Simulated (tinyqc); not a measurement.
Starting guesses with DIIS over 6 matrices: SCF starting guesses in the sto-3g basis, for BeH+, spin multiplicity 1. Computed by the program tinyqc with PySCF. RHF with one setting changed at a time; a run stops when the energy changes by less than 1e-09 hartree and the error matrix is below 1e-5. Starts: the lowest orbitals of the core Hamiltonian, of the Wolfsberg-Helmholz matrix (K = 1.75), projected atomic densities, random orbitals, and the highest orbitals of the core Hamiltonian (a deliberately bad start).

Geometry (angstrom):

| atom | x | y | z |
|---|---|---|---|
| Be | 0.0000 | 0.0000 | 0.0000 |
| H | 0.0000 | 0.0000 | 1.1480 |

lowest restricted solution found by these runs and by PySCF = -14.650019 hartree

Largest element of the error matrix X^T (FDS - SDF) X:

| iteration | core | Wolfsberg-Helmholz | atomic densities | random | highest core orbitals |
|---|---|---|---|---|---|
| 1 | 2.5e-01 | 1.5e-01 | 4.2e-01 | 3.4e+00 | 1.2e-01 |
| 2 | 3.3e-02 | 3.7e-02 | 6.4e-02 | 2.9e-01 | 3.2e-01 |
| 3 | 9.9e-03 | 1.8e-02 | 2.8e-02 | 4.6e-02 | 3.1e-01 |
| 4 | 6.3e-04 | 1.9e-03 | 9.2e-03 | 1.1e-02 | 2.8e-01 |
| 5 | 2.1e-05 | 6.1e-04 | 7.1e-04 | 1.8e-03 | 2.5e-01 |
| 6 | 1.3e-06 | 1.1e-05 | 3.2e-05 | 1.9e-04 | 2.5e-01 |
| 8 | - | - | 1.6e-07 | 2.2e-06 | 2.0e-01 |
| 10 | - | - | - | - | 1.5e-02 |
| 14 | - | - | - | - | 1.8e-07 |

How each run ends:

| run | iterations | E (hartree) | state |
|---|---|---|---|
| core | 6 | -14.65002 | lowest found |
| Wolfsberg-Helmholz | 7 | -14.65002 | lowest found |
| atomic densities | 8 | -14.65002 | lowest found |
| random | 9 | -14.65002 | lowest found |
| highest core orbitals | 14 | -14.65002 | lowest found |

What does the comparison show, and why?

5 of 5 runs reach the lowest restricted solution found, in 6 to 14 iterations (fastest: core). The first errors are 2e-01, 1e-01, 4e-01, 3e+00, 1e-01; the deliberately bad start has the smallest one, so a small first error does not mark a good start.
